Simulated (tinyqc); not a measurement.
Carrier lifetime of an n-type layer with SRH, radiative, Auger and surface recombination: course of the iteration.

Uniform excess density dn = dp (no trapping), n = n0 + dn, p = p0 + dn, Boltzmann statistics, full ionisation. Surfaces enter as a rate 2 S dn/d, which holds while diffusion to them is fast.

Start: dn = 2e15 cm^-3.

With e = n p - ni^2 = dn (n0 + p0 + dn): U_SRH = e/(tp0 (n + n1) + tn0 (p + p1)), U_rad = B e, U_Aug = (Cn n + Cp p) e, U_s = 2 S dn/d. Substitution: tau = dn/U with U the sum, dn(new) = G tau.

Stop when the step is below 1e-10 of the value, or after 40 iterations.

Inputs (values chosen for the exercise); band and dielectric values close to those of germanium: radiative coefficient B = 6.28e-14 cm^3/s; Auger coefficient (two electrons) Cn = 1.1e-30 cm^6/s; Auger coefficient (two holes) Cp = 8.2e-31 cm^6/s; surface recombination velocity (both faces) S = 0 cm/s; sample thickness d = 50 um; generation rate G = 5.4e20 cm^-3 s^-1.

n0 = 2.90000e15 cm^-3
p0 = 5.77940e8 cm^-3
n1 = 1.16935e15 cm^-3
p1 = 1.43330e9 cm^-3
tn0 = 1.81818e-6 s
tp0 = 3.03030e-4 s

Course of the iteration:

| iteration | dn before the step (cm^-3) | step (cm^-3) |
|---|---|---|
| 1 | 2e15 | 1.78e17 |
| 2 | 1.79933e17 | -1.73e17 |
| 3 | 6.87997e15 | 1.39e17 |
| 4 | 1.45511e17 | -1.36e17 |
| 5 | 9.90611e15 | 1.22e17 |
| 6 | 1.31716e17 | -1.20e17 |
| 7 | 1.16934e16 | 1.13e17 |
| 8 | 1.24645e17 | -1.12e17 |
| 9 | 1.27988e16 | 1.08e17 |
| ... | ... | ... |
| 32 | 1.13221e17 | -9.83e16 |
| 33 | 1.49362e16 | 9.82e16 |
| 34 | 1.13185e17 | -9.82e16 |
| 35 | 1.49435e16 | 9.82e16 |
| 36 | 1.13161e17 | -9.82e16 |
| 37 | 1.49487e16 | 9.82e16 |
| 38 | 1.13144e17 | -9.82e16 |
| 39 | 1.49522e16 | 9.82e16 |
| 40 | 1.13132e17 | -9.82e16 |

Did this iteration meet its convergence test, and what does its course show?

No. Not converged within 40 iterations: the residual has stopped falling and alternates between two values (counting the size of the step as the residual). dn swings between about 1.50e16 and 1.13e17 cm^-3. At the solution d ln U/d ln dn = 2.10, so the logarithmic slope of the map is 1 - 2.10 = -1.10; its size exceeds 1, so substitution cannot settle there. A rerun with Newton steps in ln dn converges in 6 iterations.

tinyqc, about 0.01 s, one thread, Intel Xeon 2.30GHz (shared host): `OMP_NUM_THREADS=1 python tinyqc.py 2300018 2300019 out.jsonl`
